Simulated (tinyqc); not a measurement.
# Length offset and series resistance from crossing lines

Inverse problem. R_total = Rs + k (L - dL)/Vo with constant Rs, dL and k. Find k, dL and Rs.

R_total at (L, Vo) = (30, 0.35), (60, 0.35), (30, 0.88) and (60, 0.88), L in nm and Vo in V (ohm um): 355.14286  526.57143  267.72727  335.90909

Solution. At each overdrive R is a straight line in L with slope k/Vo; the two lines cross at L = dL, R = Rs.

k = 2.00 ohm um V/nm
dL = 4.60 nm
Rs = 210 ohm um

Program tinyqc, `OMP_NUM_THREADS=1 python tinyqc.py 2282242 2282243 out.jsonl`; Intel Xeon 2.30GHz, shared host, one thread, about 0.04 s.
